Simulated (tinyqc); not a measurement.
## Composition from the perpendicular lattice constant

Problem. The layer is x parts of the first compound and 1 - x of the second, grown coherently on the second as substrate and barrier. Rows of the table: lattice constant a, average valence level Ea on an absolute scale, spin-orbit splitting so, gaps at Gamma, X and L, hydrostatic deformation potentials av and ac (Gamma), shear potential b, elastic constants, electron and heavy-hole (along z) masses. All are interpolated linearly in x; gaps get -C x (1 - x), taken wholly in the conduction band; real line-ups can differ from this model by 0.1 eV or more. In-plane strain e = (a_substrate - a)/a, e_z = -2 (c12/c11) e, volume change 2 e + e_z. X-ray diffraction gives a_z = a (1 + e_z) of the coherent layer. Find x, e and the relaxed Gamma gap.

Parameters, values chosen for the exercise: bowing of the Gamma gap CG = 0.1 eV; bowing of the X gap CX = 0.27 eV; bowing of the L gap CL = 0.27 eV.

Binary compounds, values chosen for the exercise:
```
	close to InAs	close to InP
a (angstrom)	6.058	5.869
Ea (eV)	-6.67	-7.04
so (eV)	0.38	0.11
EG (eV)	0.355	1.33
EX (eV)	1.39	2.21
EL (eV)	1.07	1.91
av (eV)	0.996	1.28
ac (eV)	-5.08	-5.03
b (eV)	-1.8	-1.68
c11 (GPa)	82.8	102
c12 (GPa)	44.8	55.4
me (m0)	0.023	0.0796
mh (m0)	0.328	0.532
```

lattice constant along the growth direction = 5.89265604 angstrom

Answer. a_z changes steadily with x, about (1 + 2 c12/c11) times as fast as the relaxed lattice constant, so one composition matches.

x = 0.06000
e = -0.1928 %
relaxed Gamma gap = 1.266 eV

Numbers from tinyqc (`OMP_NUM_THREADS=1 python tinyqc.py 2690144 2690145 out.jsonl`; about 0.01 s on one thread of a shared Intel Xeon 2.30GHz).
